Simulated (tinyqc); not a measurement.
# Inputs raised by 5 %, one at a time

Model: sheet resistance of a shallow doped layer with concentration-dependent mobility and limited activation. Computed by tinyqc, a small Python program. Command: `OMP_NUM_THREADS=1 python tinyqc.py 3014789 3014790 out.jsonl irvin sens`. One thread of a shared host (Intel(R) Xeon(R) Processor @ 2.30GHz), about 0.02 s of CPU time with the checks.

A layer of one dopant lies in a background of the opposite type. Current flows parallel to the surface down to the junction; depletion is ignored.

Inputs (values chosen for the exercise, modelled on arsenic in silicon):
```
quantity,value,unit
surface concentration C_s,8.1e+20,1/cm^3
length l,4.3,nm
background C_B,1.1e+18,1/cm^3
mobility floor mu_min,51.2,cm^2/(V s)
mobility mu_max,1450,cm^2/(V s)
reference density N_r,9.53e+16,1/cm^3
exponent alpha,0.698,-
prefactor of the active limit,2.2e+22,1/cm^3
energy of the active limit,0.462,eV
anneal temperature T,750,C
```

Profile: Gaussian.

Constants: k_B = 8.617333262e-05 eV/K; e = 1.602176634e-19 C.

Method:
- C(x) = C_s exp(-x^2/(2 l^2)).
- Temperatures in kelvin are T(C) + 273.15.
- Active limit C_a = prefactor x exp(-energy/(k_B T)); the junction lies where C = C_B, and the profile exceeds C_a down to x_a (zero if C_s is below C_a). Slope at the junction in nm per decade = ln(10) C/|dC/dx|.
- Active density N = min(C, C_a); carriers n = N - C_B; mobility mu = mu_min + (mu_max - mu_min)/(1 + ((N + C_B)/N_r)^alpha).
- Integrals from 0 to x_j, where C = C_B (Gauss-Legendre, 60 points on each smooth piece; 1 nm = 1e-7 cm): dose int C dx, carriers int n dx, mean mobility int n mu dx/int n dx, R_s = 1/(e int n mu dx).

Runs:
```
input moved,from,to,junction depth x_j (nm),mean mobility (cm^2/(V s)),carriers per dopant atom,product R_s x_j (ohm nm)
base run,-,-,15.625,62.489,0.27098,13197
surface concentration C_s (1/cm^3),8.1e+20,8.505e+20,15.682,62.463,0.26032,13136
background C_B (1/cm^3),1.1e+18,1.155e+18,15.567,62.468,0.27079,13162
mobility floor mu_min (cm^2/(V s)),51.2,53.76,15.625,65.028,0.27098,12682
reference density N_r (1/cm^3),9.53e+16,1.00065e+17,15.625,62.875,0.27098,13116
prefactor of the active limit (1/cm^3),2.2e+22,2.31e+22,15.625,62.160,0.28222,12738
mobility mu_max (cm^2/(V s)),1450,1522.5,15.625,63.074,0.27098,13075
```

Exponents ln(y'/y) / ln(x'/x):
```
input,junction depth x_j,mean mobility,carriers per dopant atom,product R_s x_j
surface concentration C_s,0.075,-0.008,-0.822,-0.094
background C_B,-0.076,-0.007,-0.015,-0.054
mobility floor mu_min,0.000,0.816,0.000,-0.816
reference density N_r,0.000,0.126,0.000,-0.126
prefactor of the active limit,0.000,-0.108,0.833,-0.725
mobility mu_max,0.000,0.191,0.000,-0.191
```

Among the inputs moved here: junction depth x_j answers most in size to background C_B (exponent -0.076), and about equally to surface concentration C_s (+0.075); its exponent is below 0.0005 for mobility floor mu_min, reference density N_r, prefactor of the active limit, mobility mu_max. Mean mobility answers most in size to mobility floor mu_min (exponent +0.816), next to mobility mu_max (+0.191). Carriers per dopant atom answers most in size to prefactor of the active limit (exponent +0.833), and about equally to surface concentration C_s (-0.822); its exponent is below 0.0005 for mobility floor mu_min, reference density N_r, mobility mu_max. Product R_s x_j answers most in size to mobility floor mu_min (exponent -0.816), next to prefactor of the active limit (-0.725).
